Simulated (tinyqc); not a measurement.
Inside a calculation. Method: Hueckel theory of the pi electrons with the omega technique, for the molecule c1ccc2ccccc2c1 (SMILES; centres numbered as the heavy atoms are written). Computed by tinyqc, a small Python program that keeps every step. Settings: charge = 0, omega = 0.6, damping = 0.7. Command: `OMP_NUM_THREADS=1 python tinyqc.py 27315 27316 out.jsonl` (the two numbers bound the seeds that draw the settings). One thread of a shared host (Intel(R) Xeon(R) Processor @ 2.60GHz), about 0.01 s of CPU time with the checks.

## The Hueckel matrix

Centres:

| centre | z_r, pi electrons of the neutral centre | h |
|---|---|---|
| 1C | 1 | 0.000000 |
| 2C | 1 | 0.000000 |
| 3C | 1 | 0.000000 |
| 4C | 1 | 0.000000 |
| 5C | 1 | 0.000000 |
| 6C | 1 | 0.000000 |
| 7C | 1 | 0.000000 |
| 8C | 1 | 0.000000 |
| 9C | 1 | 0.000000 |
| 10C | 1 | 0.000000 |

Bonds:

| i | j | k |
|---|---|---|
| 1 | 2 | 1 |
| 2 | 3 | 1 |
| 3 | 4 | 1 |
| 4 | 5 | 1 |
| 5 | 6 | 1 |
| 6 | 7 | 1 |
| 7 | 8 | 1 |
| 8 | 9 | 1 |
| 9 | 10 | 1 |
| 10 | 1 | 1 |
| 9 | 4 | 1 |

H_rr = alpha + h_r beta, H_rs = k_rs beta for bonded centres.

Hueckel matrix in units of beta (H = alpha + beta A):
```
           1C        2C        3C        4C        5C        6C        7C        8C
1C   0.000000  1.000000  0.000000  0.000000  0.000000  0.000000  0.000000  0.000000
2C   1.000000  0.000000  1.000000  0.000000  0.000000  0.000000  0.000000  0.000000
3C   0.000000  1.000000  0.000000  1.000000  0.000000  0.000000  0.000000  0.000000
4C   0.000000  0.000000  1.000000  0.000000  1.000000  0.000000  0.000000  0.000000
5C   0.000000  0.000000  0.000000  1.000000  0.000000  1.000000  0.000000  0.000000
6C   0.000000  0.000000  0.000000  0.000000  1.000000  0.000000  1.000000  0.000000
7C   0.000000  0.000000  0.000000  0.000000  0.000000  1.000000  0.000000  1.000000
8C   0.000000  0.000000  0.000000  0.000000  0.000000  0.000000  1.000000  0.000000
9C   0.000000  0.000000  0.000000  1.000000  0.000000  0.000000  0.000000  1.000000
10C  1.000000  0.000000  0.000000  0.000000  0.000000  0.000000  0.000000  0.000000

           9C       10C
1C   0.000000  1.000000
2C   0.000000  0.000000
3C   0.000000  0.000000
4C   1.000000  0.000000
5C   0.000000  0.000000
6C   0.000000  0.000000
7C   0.000000  0.000000
8C   1.000000  0.000000
9C   0.000000  1.000000
10C  1.000000  0.000000
```

## Orbitals, round 1

pi electrons, sum of z_r less the charge = 10

Diagonalise; E = alpha + x beta with beta < 0, so the largest x are filled first; degenerate levels share their electrons. P = sum n_i c_ri c_si; each orbital has its largest coefficient positive (the first on a tie).

x values: 2.302776  1.618034  1.302776  1.000000  0.618034  -0.618034  -1.000000  -1.302776  -1.618034  -2.302776

occupations: 2.000000  2.000000  2.000000  2.000000  2.000000  0.000000  0.000000  0.000000  0.000000  0.000000

coefficients:
```
          MO1        MO2        MO3        MO4        MO5        MO6        MO7        MO8
1C   0.230701   0.425325  -0.173524   0.408248  -0.262866  -0.262866   0.408248  -0.173524
2C   0.230701   0.425325   0.173524   0.408248   0.262866  -0.262866  -0.408248  -0.173524
3C   0.300552   0.262866   0.399586   0.000000   0.425325   0.425325   0.000000   0.399586
4C   0.461402   0.000000   0.347047  -0.408248   0.000000   0.000000   0.408248  -0.347047
5C   0.300552  -0.262866   0.399586   0.000000  -0.425325  -0.425325   0.000000   0.399586
6C   0.230701  -0.425325   0.173524   0.408248  -0.262866   0.262866  -0.408248  -0.173524
7C   0.230701  -0.425325  -0.173524   0.408248   0.262866   0.262866   0.408248  -0.173524
8C   0.300552  -0.262866  -0.399586   0.000000   0.425325  -0.425325   0.000000   0.399586
9C   0.461402   0.000000  -0.347047  -0.408248   0.000000   0.000000  -0.408248  -0.347047
10C  0.300552   0.262866  -0.399586   0.000000  -0.425325   0.425325   0.000000   0.399586

           MO9       MO10
1C    0.425325  -0.230701
2C   -0.425325   0.230701
3C    0.262866  -0.300552
4C    0.000000   0.461402
5C   -0.262866  -0.300552
6C    0.425325   0.230701
7C   -0.425325  -0.230701
8C    0.262866   0.300552
9C    0.000000  -0.461402
10C  -0.262866   0.300552
```

charge and bond-order matrix P:
```
            1C         2C         3C         4C         5C         6C         7C         8C
1C    1.000000   0.603165   0.000000  -0.240883   0.000000   0.155952   0.000000  -0.169863
2C    0.603165   1.000000   0.724564   0.000000  -0.169863   0.000000   0.155952   0.000000
3C    0.000000   0.724564   1.000000   0.554700   0.000000  -0.169863   0.000000   0.084932
4C   -0.240883   0.000000   0.554700   1.000000   0.554700   0.000000  -0.240883   0.000000
5C    0.000000  -0.169863   0.000000   0.554700   1.000000   0.724564   0.000000  -0.362282
6C    0.155952   0.000000  -0.169863   0.000000   0.724564   1.000000   0.603165   0.000000
7C    0.000000   0.155952   0.000000  -0.240883   0.000000   0.603165   1.000000   0.724564
8C   -0.169863   0.000000   0.084932   0.000000  -0.362282   0.000000   0.724564   1.000000
9C    0.000000  -0.240883   0.000000   0.518233   0.000000  -0.240883   0.000000   0.554700
10C   0.724564   0.000000  -0.362282   0.000000   0.084932   0.000000  -0.169863   0.000000

            9C        10C
1C    0.000000   0.724564
2C   -0.240883   0.000000
3C    0.000000  -0.362282
4C    0.518233   0.000000
5C    0.000000   0.084932
6C   -0.240883   0.000000
7C    0.000000  -0.169863
8C    0.554700   0.000000
9C    1.000000   0.554700
10C   0.554700   1.000000
```

## Omega technique, round 1

h_r = h_r(0) + omega q_r, omega = 0.6, with q_r = z_r - P_rr; 0.7 of the old diagonal is kept.

matrix after round 1:
```
           1C        2C        3C        4C        5C        6C        7C        8C
1C   0.000000  1.000000  0.000000  0.000000  0.000000  0.000000  0.000000  0.000000
2C   1.000000  0.000000  1.000000  0.000000  0.000000  0.000000  0.000000  0.000000
3C   0.000000  1.000000  0.000000  1.000000  0.000000  0.000000  0.000000  0.000000
4C   0.000000  0.000000  1.000000  0.000000  1.000000  0.000000  0.000000  0.000000
5C   0.000000  0.000000  0.000000  1.000000  0.000000  1.000000  0.000000  0.000000
6C   0.000000  0.000000  0.000000  0.000000  1.000000  0.000000  1.000000  0.000000
7C   0.000000  0.000000  0.000000  0.000000  0.000000  1.000000  0.000000  1.000000
8C   0.000000  0.000000  0.000000  0.000000  0.000000  0.000000  1.000000  0.000000
9C   0.000000  0.000000  0.000000  1.000000  0.000000  0.000000  0.000000  1.000000
10C  1.000000  0.000000  0.000000  0.000000  0.000000  0.000000  0.000000  0.000000

           9C       10C
1C   0.000000  1.000000
2C   0.000000  0.000000
3C   0.000000  0.000000
4C   1.000000  0.000000
5C   0.000000  0.000000
6C   0.000000  0.000000
7C   0.000000  0.000000
8C   1.000000  0.000000
9C   0.000000  1.000000
10C  1.000000  0.000000
```

## Convergence

Each round sets h_r = h_r(0) + omega (z_r - P_rr), keeping the share named as damping of the old diagonal; repeat until output and input diagonals agree to 1e-6.

Rounds:

| round | sum n x | largest \|h(out) - h(in)\| |
|---|---|---|
| 1 | 13.683239 | 6.66e-16 |

Converged in 1 rounds.

## Energy, charges, bond orders

E = sum n x; q_r = z_r - P_rr; bond order p = P_rs; free valence = sqrt(3) - sum of p over the bonds of the atom.

pi energy = 10 alpha + this times beta = 13.683239

pi charges: 1C 0.000000, 2C 0.000000, 3C 0.000000, 4C 0.000000, 5C 0.000000, 6C 0.000000, 7C 0.000000, 8C 0.000000, 9C 0.000000, 10C 0.000000

Bond orders and lengths from R = 1.517 - 0.180 p (angstrom, C-C alone):

| bond | p | R |
|---|---|---|
| 1-2 | 0.603165 | 1.408430 |
| 2-3 | 0.724564 | 1.386579 |
| 3-4 | 0.554700 | 1.417154 |
| 4-5 | 0.554700 | 1.417154 |
| 5-6 | 0.724564 | 1.386579 |
| 6-7 | 0.603165 | 1.408430 |
| 7-8 | 0.724564 | 1.386579 |
| 8-9 | 0.554700 | 1.417154 |
| 9-10 | 0.554700 | 1.417154 |
| 10-1 | 0.724564 | 1.386579 |
| 9-4 | 0.518233 | 1.423718 |

free valence of the carbons: 1C 0.404322, 2C 0.404322, 3C 0.452787, 4C 0.104417, 5C 0.452787, 6C 0.404322, 7C 0.404322, 8C 0.452787, 9C 0.104417, 10C 0.452787

gap between the highest filled and the next level = 1.236068 |beta|
